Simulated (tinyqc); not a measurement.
From one set of inputs to another, one input at a time: strain, valley repopulation and piezoresistance in a many-valley conduction band. Computed by tinyqc, a small Python program. Command: `OMP_NUM_THREADS=1 python tinyqc.py 3002570 3002571 out.jsonl valleys ladder`. One thread of a shared host (Intel(R) Xeon(R) Processor @ 2.30GHz), about 0.06 s of CPU time with the checks.

Valleys are ellipsoids with mass m_l along the axis a and m_t across it, parabolic, with one constant relaxation time; strain shifts the valleys and leaves the masses alone. Currents are taken along [100], in the plane, and along [001], across the plane.

The inputs printed are set A. Inputs not listed in the table keep their values of set A, so the rows need not describe a real material.

Inputs (values chosen for the exercise, modelled on silicon):
```
quantity                               value    unit
longitudinal mass m_l                  0.927     m_0
transverse mass m_t                    0.192     m_0
shear deformation potential Xi_u        9.24      eV
dilation deformation potential Xi_d      1.1      eV
C11                                      167     GPa
C12                                     64.2     GPa
C44                                     80.2     GPa
stress X (tension positive)               99     MPa
electron density n                   1.3e+17  1/cm^3
relaxation time tau                       58      fs
temperature T                            100       K
```

Valley axes: <100> (6 valleys in 3 pairs). Load: biaxial in the (001) plane.

Constants: k_B = 8.617333262e-05 eV/K; m_0 = 9.1093837015e-31 kg; k_B = 1.380649e-23 J/K; hbar = 1.054571817e-34 J s; e = 1.602176634e-19 C.

Method:
- Compliances S11 = (C11 + C12)/((C11 - C12)(C11 + 2 C12)), S12 = -C12/((C11 - C12)(C11 + 2 C12)), S44 = 1/C44; stress sigma_xx = sigma_yy = X, all else 0; e_xx = S11 sigma_xx + S12 (sigma_yy + sigma_zz), e_xy = S44 sigma_xy/2 (tensor strain).
- Herring-Vogt shift of a valley with unit axis a: dE = Xi_d tr(e) + Xi_u a.e.a.
- Each of the 6 valleys holds n_v = N_v (2/sqrt(pi)) F_1/2((E_F - dE_v)/(k_B T)), N_v = 2 (m_d k_B T/(2 pi hbar^2))^(3/2), m_d = (m_l m_t^2)^(1/3); E_F solves sum n_v = n and is counted from the unstrained edge.
- F_j(eta) = int_0^infinity x^j/(1 + exp(x - eta)) dx, without a gamma-function factor. It is evaluated after integrating by parts.
- Integrals over x = E/(k_B T) use 160 Gauss-Legendre points in u = sqrt(x) from 0 to sqrt(max(eta, 0) + 32).
- Mobility tensor mu = e tau sum_v (n_v/n) [1/m_t + (1/m_l - 1/m_t) a a^T]; unstrained mu_0 = e tau (1/m_l + 2/m_t)/3; resistivity along d from the inverse tensor, rho_d = d.mu^-1.d/(n e), mobility along d = 1/(d.mu^-1.d); gauge pi_d = (rho_d/rho_0 - 1)/X.
- With eta_0 the reduced Fermi level without strain, r = F_-1/2(eta_0)/(2 F_1/2(eta_0)) (1 for a classical gas) and c = r (Xi_u/k_B T) (m_l - m_t)/(2 m_l + m_t): pi11 = -(2/3) c (S11 - S12), pi12 = -pi11/2, pi44 = 0, with S11 - S12 = 1/(C11 - C12).

Each row keeps all changes above it; columns: (1) input moved; (2) from; (3) to; (4) mobility along the first direction (cm^2/(V s)); (5) mobility along the second direction (cm^2/(V s)); (6) degeneracy factor r:
```
(1)                                        (2)      (3)     (4)     (5)      (6)
set A                                        -        -  443.21  286.25  0.99150
transverse mass m_t (m_0)                0.192    0.239  360.65  242.40  0.99316
shear deformation potential Xi_u (eV)     9.24       12  372.07  219.56  0.99316
stress X (tension positive) (MPa)           99      340  423.66  116.38  0.99316
C44 (GPa)                                 80.2       81  423.66  116.38  0.99316
longitudinal mass m_l (m_0)              0.927     0.81  423.82  131.96  0.99268
electron density n (1/cm^3)            1.3e+17  2.4e+17  423.76  132.07  0.98658
temperature T (K)                          100      250  390.44  198.71  0.99657
```

Which inputs carry the difference?

Mobility along the first direction goes from 443 to 390, a factor 0.881 in all. The largest single move comes from transverse mass m_t (a factor 0.814), and stress X (tension positive) works against it (a factor 1.14). Mobility along the second direction goes from 286 to 199, a factor 0.694 in all. The largest single move comes from stress X (tension positive) (a factor 0.530), and temperature T works against it (a factor 1.50). Degeneracy factor r goes from 0.991 to 0.997, a factor 1.005 in all. The largest single move comes from temperature T (a factor 1.010), and electron density n works against it (a factor 0.9939). The single moves hold for this order of the switches; the total does not depend on the order.

Extremes, crossings and ranges named in words are read from the listed rows.
